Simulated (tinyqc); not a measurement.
Changing the growth temperature T_g: self-consistent Fermi level with native defects, at growth and after a quench. Computed by tinyqc, a small Python program. Command: `OMP_NUM_THREADS=1 python tinyqc.py 3031368 3031369 out.jsonl scfermi sweep`. One thread of a shared host (Intel(R) Xeon(R) Processor @ 2.30GHz), about 0.1 s of CPU time with the checks.

Energies are counted from the top of the valence band (VBM); when the gap shrinks with temperature the conduction band moves and the levels stay. D and A draw on one reservoir with opposite signs, as the two vacancies of a compound do.

Inputs (values chosen for the exercise, with bands modelled on GaP):
```
quantity                                value   unit
gap E_g at 300 K                         2.25     eV
slope -dE_g/dT above 300 K            0.00045   eV/K
electron mass m_e                       0.503    m_0
valleys M_c                                 3      -
hole mass m_h                           0.829    m_0
E_f of the neutral native donor D       2.342     eV
E_f of the neutral native acceptor A    2.848     eV
shift s of the chemical potential        0.28     eV
site density N_s                      2.1e+22  cm^-3
temperature of use T                      400      K
```

Added shallow dopant: none.

levels of D above the VBM, most positive state first (eV): 1.02  1.8

levels of A above the VBM, (0/-1) first (eV): 0.847  0.952  1.1

Constants: m_0 = 9.1093837015e-31 kg; k_B = 1.380649e-23 J/K; h = 6.62607015e-34 J s; k_B = 8.617333262e-05 eV/K.

Method:
- E_f(D, 0) = input + s and E_f(A, 0) = input - s; E_f(q, E_F = 0) follows from the levels, eps(q/q-1) = E_f(q - 1) - E_f(q) at E_F = 0.
- E_g(T) = E_g - slope x max(0, T - 300 K).
- N_c = 2 M_c (2 pi m_e k_B T/h^2)^(3/2) and N_v = 2 (2 pi m_h k_B T/h^2)^(3/2), masses in units of m_0.
- At growth T = T_g.
- n = N_c F_1/2((E_F - E_g)/k_B T), p = N_v F_1/2(-E_F/k_B T).
- F_1/2(eta) = (2/sqrt(pi)) int_0^infinity sqrt(x)/(1 + exp(x - eta)) dx, by the trapezoid rule in t = sqrt(x) with step 0.02 up to t = 12 (for eta < -12 by exp(eta) - exp(2 eta)/2^(3/2)).
- In equilibrium c_q = N_s exp(-(E_f(q, 0) + q E_F)/k_B T).
- Net charge = p - n + sum q c_q; the log ratio is ln(positive charge/negative charge).
- E_F is the root of the log ratio, by 50 bisections between -0.5 eV and E_g + 0.5 eV.
- After a quench the totals of D and A stay as grown, and each is shared among its charge states with weights exp(-(E_f(q, 0) + q E_F)/k_B T).

One run for each value; columns: (1) growth temperature T_g (K); (2) total D (cm^-3); (3) total A (cm^-3); (4) E_F at growth (eV); (5) E_F after the quench (eV); (6) n after the quench (cm^-3); (7) p after the quench (cm^-3):
```
(1)          (2)         (3)     (4)     (5)         (6)         (7)
670   4.3449e+08  1.5473e+05  1.0317  1.3336  4.3407e+08  4.5912e+02
770   4.8836e+10  1.4690e+07  1.0078  1.4964  4.8785e+10  4.0851e+00
860   1.3594e+12  3.8150e+08  0.9866  1.6109  1.3527e+12  1.4733e-01
960   2.6254e+13  7.4678e+09  0.9639  1.7106  2.4405e+13  8.1659e-03
1100  6.4097e+14  2.1809e+11  0.9354  1.7995  3.2199e+14  6.1894e-04
1200  3.7808e+15  1.6138e+12  0.9184  1.8371  9.5677e+14  2.0829e-04
1300  1.6257e+16  9.1777e+12  0.9042  1.8647  2.1312e+15  9.3508e-05
```

Over the rows, total D (cm^-3) rises from 4.34e8 to 1.63e16 (exponent d ln y / d ln x 34 between the first rows and 18 between the last); total A (cm^-3) rises from 155000 to 9.18e12 (exponent d ln y / d ln x 33 between the first rows and 22 between the last); E_F at growth (eV) falls from 1.03 to 0.904 (exponent d ln y / d ln x -0.17 between the first rows and -0.19 between the last). Lines through ln c against 1/(k_B T_g) give apparent energies of 2.08 eV for D and 2.13 eV for A; they include the movement of E_F with T_g.
